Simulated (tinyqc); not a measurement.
Floating body of a partially depleted SOI transistor: body voltage and kink: two steps of the calculation.

Source at 0 V. Channel current Ic = 2 nf K Vt^2 [F(0) - F(Vd)](1 + la Vd), F(V) = ln^2(1 + exp((Vg - VT - nf V)/(2 nf Vt))), VT = VT0 - gb Vb. Saturation voltage Vs = 2 Vt sqrt(F(0)) + 3 Vt, excess Ve = (Vd - Vs + sqrt((Vd - Vs)^2 + 0.0004 V^2))/2, multiplication M1 = Ai Ve exp(-Bl/Ve). Each junction passes D(v) = J1 (exp(v/Vt) - 1) + J2 (exp(v/(2 Vt)) - 1). Bipolar current Ib = bb J1 (exp(Vb/Vt) - 1). The body settles where M1 (Ic + Ib) = D(Vb) + D(Vb - Vd) + Vb/Rb; drain current Id = (1 + M1)(Ic + Ib) - D(Vb - Vd).

Parameters, values chosen for the exercise; values of the order met in partially depleted silicon-on-insulator transistors: temperature T = 358 K; threshold at zero body voltage VT0 = 0.34 V; fall of the threshold per volt of body voltage gb = 0.12; slope factor nf = 1.38; gain factor per width K = 460 uA/(V^2 um); channel-length modulation factor la = 0.05 1/V; impact-ionisation prefactor Ai = 1.5 1/V; impact-ionisation voltage Bl = 8.2 V; diffusion saturation current of each junction J1 = 6.8e-10 uA/um; recombination saturation current of each junction J2 = 1.6e-8 uA/um; gain of the lateral bipolar transistor on the diffusion current bb = 3; resistance of a weak body tie to the source (1e9 stands for no tie, and the term is then dropped) Rb = 1e9 kohm um; gate voltage Vg = 0.58 V; drain voltage Vd = 2 V.

Constants: q = 1.602176634e-19 C, kB = 1.380649e-23 J/K, Vt = kB T/q. Results are converted to the units shown.

Question 1. New Vb. Current into the body I_in = M1 (Ic + Ib) - D(Vb - Vd), current out I_out = D(Vb) + Vb/Rb; f = ln(I_in/I_out), s = df/dVb by central differences over 1e-5 V, Vb(new) = Vb - f/s.

Vb after iteration 1 = 0.61929528 V

Wanted: Ic; Ve; M1; I_in; I_out; f; s; Vb after iteration 2.

Answer 1.

Ic = 18.35 uA/um
Ve = 1.678 V
M1 = 0.01901
I_in = 0.3691 uA/um
I_out = 0.3557 uA/um
f = 0.03697
s = -30.22 1/V
Vb after iteration 2 = 0.6205 V

Question 2. Drain current with floating and with grounded body. Id and VT at the converged Vb, Id at Vb = 0, their ratio, and the bipolar share Ib/(Ic + Ib).

converged Vb = 0.62052007 V

Find: VT; Id, floating; Id, grounded; ratio; bipolar share.

Answer 2.

VT = 0.26554 V
Id, floating = 19.851 uA/um
Id, grounded = 11.248 uA/um
ratio = 1.7648
bipolar share = 5.6945 %

The body rises to 0.621 V and lowers the threshold by 74.5 mV.

Range of the model: The multiplication law is an empirical form chosen for the exercise; self-heating and capacitive coupling to the body are left out, and the linear laws are rough once Vb passes about 0.7 V or M1 about 0.1.

tinyqc, about 0.2 s, one thread, Intel Xeon 2.30GHz (shared host): `OMP_NUM_THREADS=1 python tinyqc.py 2182184 2182185 out.jsonl`
